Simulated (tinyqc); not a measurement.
Inside a calculation. Method: lattice vibrations of a chain. Computed by tinyqc, a small Python program that keeps every step. Command: `OMP_NUM_THREADS=1 python tinyqc.py 31503 31504 out.jsonl` (the two numbers bound the seeds that draw the settings). One thread of a shared host (Intel(R) Xeon(R) Processor @ 2.60GHz), about 0.01 s of CPU time with the checks.

## Dynamical matrix at q = 0.05

A chain moving along its axis:

| atom | mass (u) | spring to the next atom (eV/angstrom^2) |
|---|---|---|
| 1 | 45.3000 | 25.7000 |
| 2 | 11.3000 | 3.8000 |

q is in units of 2 pi/a. A spring k from atom i to atom j, n cells on, adds k to Phi_ii and Phi_jj, -k exp(2 pi i q n) to Phi_ij and the conjugate to Phi_ji (for one atom a cell: 2k (1 - cos 2 pi q n)); D_ij = Phi_ij / sqrt(m_i m_j).

D(q) (eV/(angstrom^2 u)):
```
                 1                2
1           0.6512  -1.2956+0.0519i
2  -1.2956-0.0519i           2.6106
```

## Frequencies

omega^2 are the eigenvalues; wavenumber = 521.4708 sqrt(eigenvalue) 1/cm.

eigenvalues: 0.0057  3.2561

wavenumbers (1/cm): 39.5  941.0

weights |e|^2 of the mass-weighted modes:
```
        mode 1  mode 2
atom 1  0.8014  0.1986
atom 2  0.1986  0.8014
```

## Dispersion and heat capacity

C/k_B per atom = mean over q = (j + 1/2)/80, j = 0..39 and all branches of y^2 e^y/(e^y - 1)^2, y = hc wavenumber / k_B T.

Wavenumbers (1/cm):

| q | branch 1 | branch 2 |
|---|---|---|
| 0.0000 | 0.0000 | 941.8048 |
| 0.0625 | 49.2754 | 940.5149 |
| 0.1250 | 97.0413 | 936.7921 |
| 0.1875 | 141.7469 | 931.0769 |
| 0.2500 | 181.7722 | 924.0970 |
| 0.3125 | 215.4348 | 916.8338 |
| 0.3750 | 241.0616 | 910.4316 |
| 0.4375 | 257.1566 | 906.0170 |
| 0.5000 | 262.6520 | 904.4392 |

Heat capacity:

| T (K) | C/k_B per atom |
|---|---|
| 20 | 0.0583 |
| 50 | 0.1565 |
| 100 | 0.3133 |
| 200 | 0.4647 |
| 300 | 0.5893 |
| 600 | 0.8295 |
| 1200 | 0.9499 |

zero-point energy per atom = 33.7389 meV
